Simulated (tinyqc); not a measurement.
Frenkel-Kontorova chain: a misfit dislocation (kink) in a monolayer on a periodic substrate. Changing the corrugation W. Computed by tinyqc, a small Python program. Command: `OMP_NUM_THREADS=1 python tinyqc.py 3010648 3010649 out.jsonl fkchain sweep`. One thread of a shared host (Intel(R) Xeon(R) Processor @ 2.30GHz), about 0.05 s of CPU time with the checks.

E = sum_j [(k/2)(x_(j+1) - x_j - b)^2 + (W/2)(1 - cos(2 pi x_j/a))], x_j = a (j + u_j). A kink takes u from 0 to 1: the chain is stretched by one period and has one atom fewer than wells.

Inputs (values chosen for the exercise, for a model overlayer):
```
quantity              value           unit
spring constant k      3.01  eV/angstrom^2
substrate period a     3.75       angstrom
misfit f = (b - a)/a   0.31              -
atoms on each side n     10              -
atomic mass M           107              u
```

Relaxation: Newton steps.

Constants: nu for 1 eV/(angstrom^2 u) = 15.6333042 THz.

Method:
- l0 = sqrt(k a^2/(2 W)); kink u(j) = (2/pi) arctan exp(pi j/l0); kink energy at f = 0: E0 = (4/pi) W l0; with misfit E0 - k a^2 f; kinks become favourable at f_c = 2/(pi l0), and a coherent chain with free ends loses stability at f_m = 1/l0. Lowest vibration of the flat chain: nu0 = 15.6333042 THz x sqrt(2 pi^2 W/(a^2 M)).
- Discrete chain at f = 0, ends held at u = 0 and 1: E = (k a^2/2) sum (u_(j+1) - u_j)^2 + (W/2) sum (1 - cos 2 pi u_j), gradient g_j = k a^2 (2 u_j - u_(j-1) - u_(j+1)) + pi W sin(2 pi u_j), Hessian 2 k a^2 + 2 pi^2 W cos(2 pi u_j) on the diagonal and -k a^2 beside it.
- Start as above (continuum shape at j + 1/2, j = -n..n-1, l0 = sqrt(k a^2/(2 W))). u(new) = u - H^-1 g; stop when the largest gradient is below 1e-9 eV.
- Repeat by Newton steps with an atom at the centre (j = -n..n, u_0 = 1/2). Barrier = difference of the two energies; the lowest Hessian eigenvalue tells minimum from saddle.

One run for each value; columns: (1) corrugation W (eV); (2) kink width l0; (3) Peierls barrier (meV); (4) energy, centre between atoms (eV); (5) kink energy E0 (eV); (6) critical misfit f_c:
```
(1)      (2)         (3)     (4)     (5)      (6)
1.4   3.8881  2.7788e+00   6.863   6.931  0.16374
1.8   3.4290  1.1337e+01   7.755   7.859  0.18566
2.4   2.9696  4.5795e+01   8.896   9.074  0.21438
3.2   2.5717  1.5114e+02  10.153  10.478  0.24755
4.1   2.2720  3.6553e+02  11.299  11.860  0.28020
5.4   1.9797  8.4736e+02  12.593  13.612  0.32157
7.1   1.7265  1.7231e+03  13.845  15.608  0.36873
9.2   1.5167  3.0713e+03  14.956  17.767  0.41973
12.0  1.3280  5.1563e+03  15.991  20.291  0.47937
```

Over the rows, kink width l0 falls from 3.89 to 1.33 (exponent d ln y / d ln x about -0.50 throughout); Peierls barrier (meV) rises from 2.78 to 5160 (exponent d ln y / d ln x 5.6 between the first rows and 1.9 between the last); energy, centre between atoms (eV) rises from 6.86 to 16.0 (exponent d ln y / d ln x 0.49 between the first rows and 0.25 between the last). The exponent of kink energy E0 stays at 0.50: the geometric mean of spring and corrugation. The exponent of critical misfit f_c stays at 0.50: f_c goes as 1/l0. ln(barrier/W) against l0 has the slope -2.52 between the first rows; for wide kinks the law is l0^2 exp(-pi l0), with slope 2/l0 - pi = -2.59. The continuum energy is too high by 0.98 % in the first row and 27 % in the last.

Caution (all rows): a corrugation above 1 eV is larger than real overlayers usually show; it is chosen to keep the kink narrow. Caution (rows 2.40, 3.20, 4.10, 5.40, 7.10, 9.20, 12.0): for l0 below about 3 the kink spans few atoms, and the continuum kink energy is off by about 2 per cent or more.

Extremes, crossings and ranges named in words are read from the listed rows.
